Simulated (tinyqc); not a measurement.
Sp3 tight binding, zinc-blende lattice, step by step. Computed by tinyqc, a small Python program that keeps every step. Command: `OMP_NUM_THREADS=1 python tinyqc.py 21520 21521 out.jsonl` (the two numbers bound the seeds that draw the settings). One thread of a shared host (Intel(R) Xeon(R) Processor @ 2.60GHz), about 0.01 s of CPU time with the checks.

## Bloch Hamiltonian at k

Parameters chosen for this model: zinc-blende lattice, anion at 0, cation at a/4 (1,1,1); V = eta hbar^2 / (m d^2), hbar^2/m = 7.619964 eV angstrom^2:
```
parameter          value      unit
a               6.360000  angstrom
d               2.753961  angstrom
Es anion      -11.510000        eV
Ep anion       -7.320000        eV
Es cation     -11.510000        eV
Ep cation      -7.320000        eV
eta ss         -1.400000
eta sp          1.840000
eta pp sigma    3.240000
eta pp pi      -0.810000
V ss           -1.406583        eV
V sp            1.848652        eV
V pp sigma      3.255236        eV
V pp pi        -0.813809        eV
```

k point k (2 pi / a): [0.100000, -0.520000, -0.340000]

Slater-Koster rules over the four bonds with direction cosines (l, m, n): ss V_ss; s-px l V_sp; px-s -l V_sp; px-px l^2 V_pps + (1 - l^2) V_ppp; px-py l m (V_pps - V_ppp); each times exp(i k.d).

H(k) at k (eV), order a s, a px, a py, a pz, c s, c px, c py, c pz:
$$\begin{pmatrix}
-11.510000 & 0.000000 & 0.000000 & 0.000000 & -3.274324+0.326603i & -1.564719+0.393517i & 0.232725-2.645796i & 0.419053-1.469369i \\
0.000000 & -7.320000 & 0.000000 & 0.000000 & 1.564719-0.393517i & 1.262954-0.125975i & 0.532532-1.867272i & 0.295747-3.362273i \\
0.000000 & 0.000000 & -7.320000 & 0.000000 & -0.232725+2.645796i & 0.532532-1.867272i & 1.262954-0.125975i & -1.988443+0.500081i \\
0.000000 & 0.000000 & 0.000000 & -7.320000 & -0.419053+1.469369i & 0.295747-3.362273i & -1.988443+0.500081i & 1.262954-0.125975i \\
-3.274324-0.326603i & 1.564719+0.393517i & -0.232725-2.645796i & -0.419053-1.469369i & -11.510000 & 0.000000 & 0.000000 & 0.000000 \\
-1.564719-0.393517i & 1.262954+0.125975i & 0.532532+1.867272i & 0.295747+3.362273i & 0.000000 & -7.320000 & 0.000000 & 0.000000 \\
0.232725+2.645796i & 0.532532+1.867272i & 1.262954+0.125975i & -1.988443-0.500081i & 0.000000 & 0.000000 & -7.320000 & 0.000000 \\
0.419053+1.469369i & 0.295747+3.362273i & -1.988443-0.500081i & 1.262954+0.125975i & 0.000000 & 0.000000 & 0.000000 & -7.320000
\end{pmatrix}$$

## Levels at k

Diagonalise the Hermitian matrix.

eigenvalues (eV): [-15.967237, -12.753651, -11.823319, -10.971048, -5.651895, -4.149779, -3.298511, -2.324561]

weights |c|^2 of the basis functions, order a s, a px, a py, a pz, c s, c px, c py, c pz:
$$\begin{pmatrix}
0.442300 & 0.159628 & 0.031674 & 0.017516 & 0.292625 & 0.027225 & 0.011133 & 0.017899 \\
0.002274 & 0.145157 & 0.282725 & 0.013008 & 0.117459 & 0.053235 & 0.168961 & 0.217181 \\
0.039156 & 0.085374 & 0.061902 & 0.230247 & 0.082345 & 0.392865 & 0.001015 & 0.107095 \\
0.016269 & 0.109841 & 0.123699 & 0.239229 & 0.007571 & 0.026675 & 0.318891 & 0.157824 \\
0.442300 & 0.159628 & 0.031674 & 0.017516 & 0.292625 & 0.027225 & 0.011133 & 0.017899 \\
0.002274 & 0.145157 & 0.282725 & 0.013008 & 0.117459 & 0.053235 & 0.168961 & 0.217181 \\
0.039156 & 0.085374 & 0.061902 & 0.230247 & 0.082345 & 0.392865 & 0.001015 & 0.107095 \\
0.016269 & 0.109841 & 0.123699 & 0.239229 & 0.007571 & 0.026675 & 0.318891 & 0.157824
\end{pmatrix}$$

## Bloch Hamiltonian at X

k point X (2 pi / a): [1, 0, 0]

As before.

H(k) at X (eV), order a s, a px, a py, a pz, c s, c px, c py, c pz:
$$\begin{pmatrix}
-11.510000 & 0.000000 & 0.000000 & 0.000000 & 0.000000 & 0.000000+4.269280i & 0.000000 & 0.000000 \\
0.000000 & -7.320000 & 0.000000 & 0.000000 & 0.000000-4.269280i & 0.000000 & 0.000000 & 0.000000 \\
0.000000 & 0.000000 & -7.320000 & 0.000000 & 0.000000 & 0.000000 & 0.000000 & 0.000000+5.425393i \\
0.000000 & 0.000000 & 0.000000 & -7.320000 & 0.000000 & 0.000000 & 0.000000+5.425393i & 0.000000 \\
0.000000 & 0.000000+4.269280i & 0.000000 & 0.000000 & -11.510000 & 0.000000 & 0.000000 & 0.000000 \\
0.000000-4.269280i & 0.000000 & 0.000000 & 0.000000 & 0.000000 & -7.320000 & 0.000000 & 0.000000 \\
0.000000 & 0.000000 & 0.000000 & 0.000000-5.425393i & 0.000000 & 0.000000 & -7.320000 & 0.000000 \\
0.000000 & 0.000000 & 0.000000-5.425393i & 0.000000 & 0.000000 & 0.000000 & 0.000000 & -7.320000
\end{pmatrix}$$

## Levels at X

As before.

eigenvalues (eV): [-14.170604, -14.170604, -12.745393, -12.745393, -4.659396, -4.659396, -1.894607, -1.894607]

## Bands along a path

The same steps at evenly spaced points between the labelled ones.

Bands along the path (eV):
```
k             band 1      band 2      band 3      band 4     band 5     band 6     band 7     band 8
L         -15.421855  -14.161740  -11.117775  -11.117775  -6.195407  -3.522225  -3.522225  -1.880998
L-G 0.20  -15.790632  -13.614200  -10.993627  -10.993627  -6.147451  -3.646373  -3.646373  -2.107717
L-G 0.40  -16.330419  -12.549194  -10.646734  -10.646734  -6.025446  -3.993266  -3.993266  -2.754941
L-G 0.60  -16.764774  -11.296616  -10.159985  -10.159985  -5.887131  -4.480015  -4.480015  -3.711479
L-G 0.80  -17.041371  -10.087920   -9.694266   -9.694266  -5.821513  -4.945734  -4.945734  -4.709196
G         -17.136333   -9.490157   -9.490157   -9.490157  -5.883667  -5.149843  -5.149843  -5.149843
G-X 0.20  -17.009051   -9.979067   -9.979067   -9.854877  -5.688104  -5.107968  -4.660933  -4.660933
G-X 0.40  -16.630829  -10.960325  -10.960325  -10.740572  -5.293323  -4.995276  -3.679675  -3.679675
G-X 0.60  -16.013706  -11.890832  -11.890832  -11.858751  -4.939760  -4.847783  -2.749168  -2.749168
G-X 0.80  -15.181003  -13.037795  -12.523252  -12.523252  -4.724188  -4.717014  -2.116748  -2.116748
X         -14.170604  -14.170604  -12.745393  -12.745393  -4.659396  -4.659396  -1.894607  -1.894607
X-W 0.20  -14.170604  -14.170604  -12.745393  -12.745393  -4.659396  -4.659396  -1.894607  -1.894607
X-W 0.40  -14.170604  -14.170604  -12.745393  -12.745393  -4.659396  -4.659396  -1.894607  -1.894607
X-W 0.60  -14.170604  -14.170604  -12.745393  -12.745393  -4.659396  -4.659396  -1.894607  -1.894607
X-W 0.80  -14.170604  -14.170604  -12.745393  -12.745393  -4.659396  -4.659396  -1.894607  -1.894607
W         -14.170604  -14.170604  -12.745393  -12.745393  -4.659396  -4.659396  -1.894607  -1.894607
```

With 4 band(s) filled, the highest filled level on these points lies at G and the lowest empty one at L: a gap of 3.2947 eV, indirect.
